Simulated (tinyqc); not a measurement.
Length of a molecular wire: coherent transport through a tight-binding bridge. Computed by the program tinyqc. 

A uniform bridge between two chains:
```
parameter,value
site energy (eV),0.110000
hopping in the bridge (eV),0.530000
lead hopping (eV),1.850000
couplings (eV),"1.04, 1.12"
E (eV),-0.020000
```

T = Gamma_L Gamma_R |G_1n|^2 with the self-energies of semi-infinite chains.

Transmission against length:
```
sites,T,ln T
2,9.6230e-01,-0.0384
3,9.9275e-01,-0.0073
4,9.5692e-01,-0.0440
5,9.9628e-01,-0.0037
6,9.5592e-01,-0.0451
7,9.9484e-01,-0.0052
8,9.5951e-01,-0.0413
9,9.8879e-01,-0.0113
10,9.6694e-01,-0.0336
```

E lies inside the band of the bridge (|E - e|/2h = 0.123 < 1): T does not decay but oscillates with length, between 0.956 and 0.996 here, as levels of the bridge pass E.
